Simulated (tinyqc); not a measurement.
Worked calculation: Hueckel theory of the pi electrons, for the molecule c1ccc2cccc-2cc1 (SMILES; centres numbered as the heavy atoms are written). One step of it, computed by the program tinyqc.

Question. Energy, charges, bond orders. E = sum n x; q_r = z_r - P_rr; bond order p = P_rs; free valence = sqrt(3) - sum of p over the bonds of the atom.

x values: 2.310277  1.651572  1.355674  0.886975  0.477260  -0.400392  -0.737640  -1.579218  -1.869214  -2.095294

occupations: 2.000000  2.000000  2.000000  2.000000  2.000000  0.000000  0.000000  0.000000  0.000000  0.000000

charge and bond-order matrix P:
```
            1C         2C         3C         4C         5C         6C         7C         8C
1C    0.870001   0.638899   0.142691  -0.217049   0.017140   0.176598   0.017140  -0.217049
2C    0.638899   0.986447   0.664039   0.011190  -0.226883   0.017140   0.186432  -0.068408
3C    0.142691   0.664039   0.854946   0.585798   0.011190  -0.217049  -0.068408   0.172482
4C   -0.217049   0.011190   0.585798   1.027428   0.595632  -0.074358  -0.231000   0.400945
5C    0.017140  -0.226883   0.011190   0.595632   1.172879   0.656039  -0.200638  -0.231000
6C    0.176598   0.017140  -0.217049  -0.074358   0.656039   1.046600   0.656039  -0.074358
7C    0.017140   0.186432  -0.068408  -0.231000  -0.200638   0.656039   1.172879   0.595632
8C   -0.217049  -0.068408   0.172482   0.400945  -0.231000  -0.074358   0.595632   1.027428
9C    0.142691  -0.242189  -0.184853   0.172482  -0.068408  -0.217049   0.011190   0.585798
10C   0.638899   0.026246  -0.242189  -0.068408   0.186432   0.017140  -0.226883   0.011190

            9C        10C
1C    0.142691   0.638899
2C   -0.242189   0.026246
3C   -0.184853  -0.242189
4C    0.172482  -0.068408
5C   -0.068408   0.186432
6C   -0.217049   0.017140
7C    0.011190  -0.226883
8C    0.585798   0.011190
9C    0.854946   0.664039
10C   0.664039   0.986447
```

Centres:

| centre | z_r, pi electrons of the neutral centre | h |
|---|---|---|
| 1C | 1 | 0.000000 |
| 2C | 1 | 0.000000 |
| 3C | 1 | 0.000000 |
| 4C | 1 | 0.000000 |
| 5C | 1 | 0.000000 |
| 6C | 1 | 0.000000 |
| 7C | 1 | 0.000000 |
| 8C | 1 | 0.000000 |
| 9C | 1 | 0.000000 |
| 10C | 1 | 0.000000 |

Bonds:

| i | j | k |
|---|---|---|
| 1 | 2 | 1 |
| 2 | 3 | 1 |
| 3 | 4 | 1 |
| 4 | 5 | 1 |
| 5 | 6 | 1 |
| 6 | 7 | 1 |
| 7 | 8 | 1 |
| 8 | 9 | 1 |
| 9 | 10 | 1 |
| 10 | 1 | 1 |
| 8 | 4 | 1 |

Give: pi energy = 10 alpha + this times beta; pi charges; Bond orders and lengths from R = 1.517 - 0.180 p; free valence of the carbons; gap between the highest filled and the next level.

Answer.

pi energy = 10 alpha + this times beta = 13.364

pi charges: 1C 0.130, 2C 0.014, 3C 0.145, 4C -0.027, 5C -0.173, 6C -0.047, 7C -0.173, 8C -0.027, 9C 0.145, 10C 0.014

Bond orders and lengths from R = 1.517 - 0.180 p (angstrom, C-C alone):

| bond | p | R |
|---|---|---|
| 1-2 | 0.639 | 1.402 |
| 2-3 | 0.664 | 1.397 |
| 3-4 | 0.586 | 1.412 |
| 4-5 | 0.596 | 1.410 |
| 5-6 | 0.656 | 1.399 |
| 6-7 | 0.656 | 1.399 |
| 7-8 | 0.596 | 1.410 |
| 8-9 | 0.586 | 1.412 |
| 9-10 | 0.664 | 1.397 |
| 10-1 | 0.639 | 1.402 |
| 8-4 | 0.401 | 1.445 |

free valence of the carbons: 1C 0.454, 2C 0.429, 3C 0.482, 4C 0.150, 5C 0.480, 6C 0.420, 7C 0.480, 8C 0.150, 9C 0.482, 10C 0.429

gap between the highest filled and the next level = 0.878 |beta|
